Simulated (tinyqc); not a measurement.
Inside a calculation. Method: sp3 tight binding, zinc-blende lattice. One step of it, computed by the program tinyqc.

Question. Levels at k. Diagonalise the Hermitian matrix.

H(k) at k (eV), lower triangle (Hermitian):
```
                      a s                a px                 a py                 a pz
a s            -13.290000
a px             0.000000           -7.830000
a py             0.000000            0.000000            -7.830000
a pz             0.000000            0.000000             0.000000            -7.830000
c s   -3.495547-4.868192i  5.084355+1.927105i  -1.809672-5.414288i  -3.933710-2.490800i
c px  -5.084355-1.927105i  1.348282+1.877731i   4.998952+3.165304i   2.299728+6.880467i
c py   1.809672+5.414288i  4.998952+3.165304i   1.348282+1.877731i  -6.461189-2.448961i
c pz   3.933710+2.490800i  2.299728+6.880467i  -6.461189-2.448961i   1.348282+1.877731i

             c s       c px       c py       c pz
c s   -13.290000
c px    0.000000  -7.830000
c py    0.000000   0.000000  -7.830000
c pz    0.000000   0.000000   0.000000  -7.830000
```

Give: eigenvalues; weights |c|^2 of the basis functions.

Answer.

eigenvalues (eV): -23.2451  -22.3607  -17.8389  -17.4401  -1.4605  1.2885  1.8449  5.6519

weights |c|^2 of the basis functions:
```
      band 1  band 2  band 3  band 4  band 5  band 6  band 7  band 8
a s   0.3127  0.2234  0.0400  0.0033  0.3489  0.0322  0.0026  0.0368
a px  0.0911  0.0595  0.0685  0.2546  0.0425  0.2311  0.1010  0.1517
a py  0.0228  0.1356  0.3017  0.0009  0.0910  0.2349  0.0638  0.1492
a pz  0.0733  0.0816  0.0898  0.2412  0.0175  0.0018  0.3325  0.1623
c s   0.3127  0.2234  0.0400  0.0033  0.3489  0.0322  0.0026  0.0368
c px  0.0911  0.0595  0.0685  0.2546  0.0425  0.2311  0.1010  0.1517
c py  0.0228  0.1356  0.3017  0.0009  0.0910  0.2349  0.0638  0.1492
c pz  0.0733  0.0816  0.0898  0.2412  0.0175  0.0018  0.3325  0.1623
```
